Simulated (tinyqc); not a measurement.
Grain-boundary diffusion: Harrison regimes, Fisher and Le Claire analysis, Hart average: one step, computed by the program tinyqc.

A boundary is a slab of width delta with diffusivity D_b, normal to a surface held at constant concentration; it leaks into grains of diffusivity D.

Question. Penetration along an isolated boundary. Fisher: the mean concentration falls as exp(-y/y_F), y_F = sqrt(P) (pi t/(4 D))^(1/4), with the boundary equation P d2c/dy2 = 2 c sqrt(D/(pi t)). Le Claire (from the Whipple solution): ln c falls as -(y/y_L)^(6/5) with P = 1.322 sqrt(D/t) y_L^2.

Inputs (values chosen for the exercise, for a model polycrystal): temperature T = 1430 K; time t = 8800 s.

triple product P = 1.468520e-21 m^3/s

D = 2.840661e-17 m^2/s

Give: Fisher depth y_F; Le Claire depth y_L.

Answer.

Fisher depth y_F = 4.7861 um

Le Claire depth y_L = 4.4217 um

Caution: the Fisher and Le Claire forms need regime B with beta above 10.
